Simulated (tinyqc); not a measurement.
# Read current of a NAND string, cells in series solved by shooting, step by step

tinyqc, about 0.3 s, one thread, Intel Xeon 2.30GHz (shared host): `OMP_NUM_THREADS=1 python tinyqc.py 2142254 2142255 out.jsonl` Printed values are rounded.

Cells in series, numbered from 0 at the source line (0 V) to the bit line, each followed by a gap resistance Rg. A cell with gate Vg, threshold VT, source Vs and drain Vd passes I = 2 nf K Vt^2 [F(Vs) - F(Vd)]/(1 + th max(Vg - VT, 0)), F(V) = ln^2(1 + exp((Vg - VT - nf V)/(2 nf Vt))). The selected cell has Vg = Vr, the others Vg = Vp.

Parameters, values chosen for the exercise; values of the order met in vertical NAND strings:
```
symbol,value,unit,meaning
T,358,K,temperature
K,5.9,uA/V^2,gain factor of a cell
nf,1.6,,slope factor
th,0.19,1/V,mobility reduction factor
Rg,5.4,kohm,resistance of the gap between cells
Vbl,0.4,V,bit-line voltage
Vp,6.5,V,pass voltage
Vr,1.82,V,read voltage on the selected word line
```

Constants: q = 1.602176634e-19 C, kB = 1.380649e-23 J/K, Vt = kB T/q. Results are converted to the units shown.

## Step 1: node voltages for a trial current

first trial current = 0.35 uA
thresholds from the source end, cell 0 to 3 (V): 3.8  0.9  3.8  -2.2

For a trial current I start at 0 V and, cell by cell (the selected one is cell 1), solve for the drain: sqrt(F(Vd)) = sqrt(F(Vs) - I/k), k = 2 nf K Vt^2/(1 + th max(Vg - VT, 0)), Vd = [Vg - VT - 2 nf Vt ln(exp(sqrt F) - 1)]/nf, then add I Rg.

node voltage after each cell and gap, trial 1, cell 0 to 3 (V): 0.03546635  0.1252753  0.1634957  0.1840694

## Step 2: node voltages for a trial current

second trial current = 0.62 uA

As before.

node voltage after each cell and gap, trial 2, cell 0 to 3 (V): 0.06329931  0.2507247  0.3249850  0.3625291

## Course of the secant iteration

Secant steps on the end voltage less Vbl, from the two trials; a trial above the saturation current of a cell has no solution and is moved halfway to the previous trial. Stop below 1e-9 V.

Course of the iteration:
```
iteration     I (uA)  end voltage - Vbl (V)  halvings
1          0.6766914                7.94e-3         0
2          0.6667789               -3.09e-4         0
3          0.6671501               -2.58e-6         0
4          0.6671532               8.35e-10         0
```

Converged in 4 iterations to I = 0.66715 uA. The selected cell takes 51.5 % of the bit-line voltage and the gaps together 3.60 %.
